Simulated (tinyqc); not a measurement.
Pelgrom slope, floor and doping from two device sizes.

Inverse problem. s^2 = A^2/(L W) + s0^2, with s0 independent of size and A = (q/Cox) sqrt(Na Wd/3) from random dopants alone, Cox = 3.9 eps0/ti. Find A, s0 and Na.

Values chosen for this exercise:
```
symbol,value,unit,meaning
ti,1.4,nm,oxide-equivalent thickness in inversion
```

Constants: q = 1.602176634e-19 C, eps0 = 8.8541878128e-14 F/cm where lengths are in cm. Results are converted to the units shown.

s for gate areas 0.0012 and 0.02 um^2 (mV): 16.1564472  4.91139971
Wd = 67.1979354 nm

Solution. s^2 is linear in 1/area: slope A^2, intercept s0^2.

A = 0.550 mV um
s0 = 3.00 mV
Na = 3.20e17 cm^-3

tinyqc, about 0.02 s, one thread, Intel Xeon 2.30GHz (shared host): `OMP_NUM_THREADS=1 python tinyqc.py 2090101 2090102 out.jsonl`
